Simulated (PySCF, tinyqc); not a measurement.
Worked calculation: CCSD on RHF in the 3-21g basis, for H3-, spin multiplicity 1. The basis has no diffuse functions, so it cannot describe the extra electron: this is an exercise in the method, not the real anion. The lowest restricted solution is unstable here: a spin-polarised one lies 0.0430 hartree lower (PySCF). One step of it, computed by the program tinyqc.

Question. CCSD: starting amplitudes. t_ij^ab = <ij||ab> / (e_i + e_j - e_a - e_b), whose energy is MP2.

orbital energies (hartree): MO1 -0.437928, MO2 0.233512, MO3 0.520627, MO4 1.107126, MO5 1.733699, MO6 1.740596

Two-electron integrals over orbitals (pq|rs), unique and non-zero (hartree):
```
(11|11) 0.653626    (21|11) -0.008423   (21|21) 0.079825    (22|11) 0.455171
(22|21) 0.041293    (22|22) 0.435106    (31|31) 0.078874    (32|31) -0.025681
(32|32) 0.026645    (33|11) 0.450500    (33|21) -0.026965   (33|22) 0.352714
(33|33) 0.412029    (41|11) 0.152098    (41|21) -0.005615   (41|22) 0.050789
(41|33) 0.048804    (41|41) 0.091266    (42|11) -0.006804   (42|21) -0.019160
(42|22) -0.016603   (42|33) 0.007308    (42|41) -0.007043   (42|42) 0.033045
(43|31) -0.022413   (43|32) 0.010036    (43|43) 0.038138    (44|11) 0.516605
(44|21) -0.014030   (44|22) 0.387873    (44|33) 0.392981    (44|41) 0.094813
(44|42) -0.002664   (44|44) 0.441777    (51|11) 0.006658    (51|21) -0.064792
(51|22) -0.036110   (51|33) 0.020781    (51|41) 0.009622    (51|42) -0.015279
(51|44) 0.013406    (51|51) 0.090959    (52|11) -0.138280   (52|21) -0.031046
(52|22) -0.078436   (52|33) -0.052215   (52|41) -0.061398   (52|42) -0.005322
(52|44) -0.080585   (52|51) 0.046396    (52|52) 0.093388    (53|31) 0.019896
(53|32) -0.003162   (53|43) 0.003188    (53|53) 0.013327    (54|11) 0.022316
(54|21) -0.066925   (54|22) -0.028484   (54|33) 0.027015    (54|41) 0.015252
(54|42) 0.008402    (54|44) 0.023885    (54|51) 0.067818    (54|52) 0.025649
(54|54) 0.071839    (55|11) 0.593700    (55|21) 0.084732    (55|22) 0.495704
(55|33) 0.389762    (55|41) 0.132151    (55|42) -0.005191   (55|44) 0.469180
(55|51) -0.104880   (55|52) -0.188558   (55|54) -0.075495   (55|55) 0.727970
(61|31) -0.072101   (61|32) 0.024180    (61|43) -0.016638   (61|53) -0.029690
(61|61) 0.114755    (62|31) 0.022561    (62|32) -0.005219   (62|43) 0.004919
(62|53) 0.013172    (62|61) -0.035536   (62|62) 0.016357    (63|11) -0.139361
(63|21) 0.022008    (63|22) -0.052764   (63|33) -0.061265   (63|41) -0.066627
(63|42) 0.007700    (63|44) -0.087639   (63|51) -0.029448   (63|52) 0.040698
(63|54) -0.028601   (63|55) -0.094550   (63|63) 0.074005    (64|31) -0.076632
(64|32) 0.025074    (64|43) 0.006544    (64|53) -0.025588   (64|61) 0.096877
(64|62) -0.029746   (64|64) 0.101684    (65|31) -0.050019   (65|32) 0.024321
(65|43) -0.005788   (65|53) -0.019880   (65|61) 0.076089    (65|62) -0.024260
(65|64) 0.069872    (65|65) 0.058318    (66|11) 0.642371    (66|21) -0.061162
(66|22) 0.410393    (66|33) 0.468758    (66|41) 0.167421    (66|42) -0.013083
(66|44) 0.521058    (66|51) 0.076827    (66|52) -0.109303   (66|54) 0.082160
(66|55) 0.516957    (66|63) -0.170481   (66|66) 0.733008
```

Give: Starting amplitudes; correlation energy.

Answer.

Starting amplitudes (spin orbitals 1a, 1b, ...; amplitudes related by a flip of all spins are not repeated):
```
from      to        t
2a 2b  3a 3b  -0.0464
1a 1b  3a 3b  -0.0411
2a 2b  5a 5b  -0.0311
1a 1b  4a 4b  -0.0295
1a 1b  6a 6b  -0.0263
1a 1b  3a 6b   0.0230
1a 1b  5a 5b  -0.0209
1a 2b  3a 3b   0.0206
1a 2b  4a 5b   0.0202
2a 2b  4a 4b  -0.0189
1a 2a  4a 5a   0.0151
1a 2b  5a 5b  -0.0126
1a 2b  3b 6a   0.0098
1a 2b  6a 6b   0.0096
1a 2b  3a 6b  -0.0092
2a 2b  6a 6b  -0.0054
1a 2b  4b 5a  -0.0050
1a 2b  4a 4b   0.0029
2a 2b  3a 6b   0.0029
1a 1b  4a 5b  -0.0026
2a 2b  4a 5b   0.0022
1a 2a  3a 6a   0.0007
```

correlation energy = -0.027016 hartree
